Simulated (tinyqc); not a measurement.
# Resistance of a source-drain extension with a graded tip: effects of single changes

y runs along the channel, the gate covers y > 0. The doping is N0 for y < y0 and N0 10^(-(y - y0)/la) beyond, uniform over the depth xj. Sheet conductance s(y) = q mu(N) max(N - Nch, 0) xj + (for y > 0) ma Cox Vo, with mu(N) = u0 + (u1 - u0)/(1 + (N/Nr)^au) and Cox = eps0 eox/tox. Current is taken as one-dimensional; depletion of the tip, spreading and the contact are left out. The metallurgical junction lies at yj, where N = Nch.

Parameters, values chosen for the exercise; mobility law close to that of electrons in silicon:
```
symbol   value        unit                                                                 meaning
eox        3.9              relative permittivity of the gate insulator (close to silicon dioxide)
tox        1.3          nm                                                     insulator thickness
N0      1.7e20       cm^-3                        active doping of the extension far from the gate
la         3.7   nm/decade                                                      lateral abruptness
y0         4.3          nm          position under the gate where the fall begins (gate edge at 0)
xj          29          nm                                                  depth of the extension
Nch     1.2e18       cm^-3                                                          channel doping
Ls          17          nm                                                           spacer length
Vo        0.49           V                                                          gate overdrive
ma         200  cm^2/(V s)                                      mobility of the gate-induced layer
u1        1414  cm^2/(V s)                                                  mobility at low doping
u0        68.5  cm^2/(V s)                                                 mobility at high doping
Nr      9.2e16       cm^-3                                                        reference doping
au       0.711                                                                            exponent
Lg          45          nm                                                             gate length
```

Constants: q = 1.602176634e-19 C, eps0 = 8.8541878128e-14 F/cm where lengths are in cm. Results are converted to the units shown.

Each table varies one quantity; the others keep the values above.

## Abruptness at a fixed junction position

R_spacer = integral of dy/s from -Ls to 0, R_ov from 0 to yj, R_channel = (Lg - 2 yj)/(ma Cox Vo), R_total = 2 R_spacer + 2 R_ov + R_channel. Electrical length L_eff = ma Cox dR_total/d(1/Vo); R_series = R_total - L_eff/(ma Cox Vo). y0 is moved with la so that yj stays at 12.260 nm.

The same in every row: yj (nm) = 12.26; R_channel (ohm um) = 78.68.

Results:
```
la (nm/decade)  R_spacer (ohm um)  R_ov (ohm um)  R_total (ohm um)  L_eff (nm)  R_series (ohm um)
1                           2.895          4.620             93.71       21.38              11.57
2.3                         2.895          8.027             100.5       22.49              14.11
3.6                         2.895          11.43             107.3       23.61              16.65
6.1                         2.920          17.96             120.4       25.75              21.53
7.4                         3.382          20.97             127.4       26.83              24.29
8.7                         4.472          23.48             134.6       27.86              27.55
10                          6.190          25.56             142.2       28.81              31.49
```

Estimate the missing row, la = 4.9 nm/decade.

Computed row:
```
la (nm/decade)  R_spacer (ohm um)  R_ov (ohm um)  R_total (ohm um)  L_eff (nm)  R_series (ohm um)
4.9                         2.895          14.84             114.2       24.72              19.18
```

With this row back in the table: As la goes from 1 to 10 nm/decade, R_total rises from 93.7 to 142 ohm um, R_spacer rises from 2.90 to 6.19 ohm um and R_ov rises from 4.62 to 25.6 ohm um. R_total changes on average by 5.39 ohm um for each nm/decade. L_eff exceeds the metallurgical length by 0.901 nm in the first row and 8.33 nm in the last, since the gate also controls the lightly doped tips.

## Effect of the gate overdrive

Same model as above.

The same in every row: yj (nm) = 12.26; R_spacer (ohm um) = 2.895.

Results:
```
Vo (V)  R_ov (ohm um)  R_channel (ohm um)  R_total (ohm um)  L_eff (nm)  R_series (ohm um)
0.15            20.45               257.0             303.7       21.84              29.65
0.45            12.23               85.67             115.9       23.52              17.54
0.6             10.49               64.25             91.03       24.13              15.31
0.75            9.267               51.40             75.73       24.66              13.84
0.9             8.347               42.84             65.32       25.12              12.78
1.05            7.623               36.72             57.75       25.54              11.97
1.2             7.037               32.13             51.99       25.91              11.35
```

Estimate the missing row, Vo = 0.3 V.

Computed row:
```
Vo (V)  R_ov (ohm um)  R_channel (ohm um)  R_total (ohm um)  L_eff (nm)  R_series (ohm um)
0.3             14.98               128.5             164.3       22.78              21.33
```

With this row back in the table: As Vo goes from 0.15 to 1.2, R_total falls from 304 to 52.0 ohm um, L_eff rises from 21.8 to 25.9 nm and R_series falls from 29.6 to 11.3 ohm um. Both extracted quantities depend on the overdrive at which they are taken.

Numbers from tinyqc (`OMP_NUM_THREADS=1 python tinyqc.py 2282287 2282288 out.jsonl`; about 0.03 s on one thread of a shared Intel Xeon 2.30GHz).
